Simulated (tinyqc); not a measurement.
Changing the trap level E_t - E_i: trap-assisted generation and recombination current of an abrupt junction. Computed by tinyqc, a small Python program. Command: `OMP_NUM_THREADS=1 python tinyqc.py 3008143 3008144 out.jsonl junctionleak sweep`. One thread of a shared host (Intel(R) Xeon(R) Processor @ 2.30GHz), about 0.02 s of CPU time with the checks.

Depletion approximation, flat quasi-Fermi levels across the depleted layer, long neutral regions with minority lifetimes tau_n and tau_p, full ionisation and Boltzmann statistics. Voltages in exponents stand for e V.

Inputs (values chosen for the exercise, with bands and screening modelled on GaSb): gap E_g = 0.726 eV; electron mass m_e = 0.0382 m_0; valleys M_c = 1; hole mass m_h = 0.39 m_0; dielectric constant eps = 15.8; acceptor density N_A = 7.2e+16 cm^-3; donor density N_D = 8.5e+17 cm^-3; capture time tau_n = 5.6e-08 s; capture time tau_p = 1.9e-07 s; electron diffusion coefficient D_n = 11 cm^2/s; hole diffusion coefficient D_p = 1.2 cm^2/s; forward bias V = 0.28 V; reverse bias V_r = 5.9 V; temperature T = 350 K; tunnelling mass m_t = 0.24 m_0.

Field enhancement: Hurkx tunnelling factor.

Constants: k_B = 8.617333262e-05 eV/K; m_0 = 9.1093837015e-31 kg; k_B = 1.380649e-23 J/K; h = 6.62607015e-34 J s; e = 1.602176634e-19 C; eps_0 = 8.8541878128e-12 F/m; hbar = 1.054571817e-34 J s.

Method:
- N_c = 2 M_c (2 pi m_e k_B T/h^2)^(3/2) and N_v = 2 (2 pi m_h k_B T/h^2)^(3/2), masses in units of m_0.
- n_i = sqrt(N_c N_v) exp(-E_g/2 k_B T); V_bi = (k_B T/e) ln(N_A N_D/n_i^2); diffusion saturation current J_d0 = e n_i^2 [sqrt(D_n/tau_n)/N_A + sqrt(D_p/tau_p)/N_D].
- W = sqrt(2 eps eps_0 (V_bi - V)(1/N_A + 1/N_D)/e), x_p = W N_D/(N_A + N_D), x_n = W - x_p, peak field F_m = 2 (V_bi - V)/W; reverse bias means V = -V_r.
- Both capture times are divided by 1 + Gamma, Gamma = 2 sqrt(3 pi) (F/F_G) exp((F/F_G)^2), F_G = sqrt(24 m_t (k_B T)^3)/(e hbar) (the low-field Hurkx form), F being the local field, linear in x from 0 at the edges to F_m.
- Potential from the p edge: phi = (V_bi - V) x^2/(x_p W) on the p side and (V_bi - V)[1 - (W - x)^2/(x_n W)] on the n side; p = N_A exp(-phi/k_B T), n = n_i^2 exp(V/k_B T)/p; U = (n p - n_i^2)/[tau_p (n + n_i exp(dE/k_B T)) + tau_n (p + n_i exp(-dE/k_B T))], dE = E_t - E_i, n1 = n_i exp(dE/k_B T), p1 = n_i exp(-dE/k_B T); J_t = e int U dx by the trapezoid rule on 400 intervals on each side.
- Generation lifetime tau_g = tau_p exp(dE/k_B T) + tau_n exp(-dE/k_B T); textbook estimate e n_i W/tau_g; generation current J_g = -J_t; total = J_g + J_d0 (1 - exp(-V_r/k_B T)).
- Total J = J_t + J_d0 (exp(V/k_B T) - 1); ideality n = (e/k_B T) dV/d ln J, central difference of 1 mV.

One run for each value; columns: (1) trap level E_t - E_i (eV); (2) generation current (A/cm^2); (3) recombination current in the layer (A/cm^2); (4) ideality factor; (5) tau_g (s):
```
(1)            (2)        (3)     (4)         (5)
-0.300  1.6515e-07  0.0001227  1.0004  1.1695e-03
-0.220  2.2666e-06  0.0008191  1.0066  8.2423e-05
-0.150  2.2382e-05  0.0018907  1.0301  8.0940e-06
-0.075  2.5518e-04  0.0022680  1.0437  6.8900e-07
0.000   7.0606e-04  0.0022968  1.0448  2.4600e-07
0.075   7.7931e-05  0.0021710  1.0399  2.2887e-06
0.150   6.7028e-06  0.0013644  1.0161  2.7458e-05
0.230   4.8975e-07  0.0002954  1.0014  3.8959e-04
0.300   4.9141e-08  0.0000418  1.0000  3.9679e-03
```

What does the table show, and why?

Over the rows, generation current (A/cm^2) goes from 1.65e-7 through a maximum among these rows, 7.06e-4 at 0, to 4.91e-8; recombination current in the layer (A/cm^2) goes from 1.23e-4 through a maximum among these rows, 0.00230 at 0, to 4.18e-5; ideality factor goes from 1.00 through a maximum among these rows, 1.04 at 0, to 1.00. Generation is largest where the two terms of tau_g are equal, at dE = (k_B T/2) ln(tau_n/tau_p) = -0.018 eV, apart from edge effects.

Caution (all rows): one side is doped near or above its effective density of states, so Boltzmann statistics understate V_bi. Caution (all rows): at such a field avalanche multiplication or band-to-band tunnelling, left out here, may dominate the reverse current.

Extremes, crossings and ranges named in words are read from the listed rows.
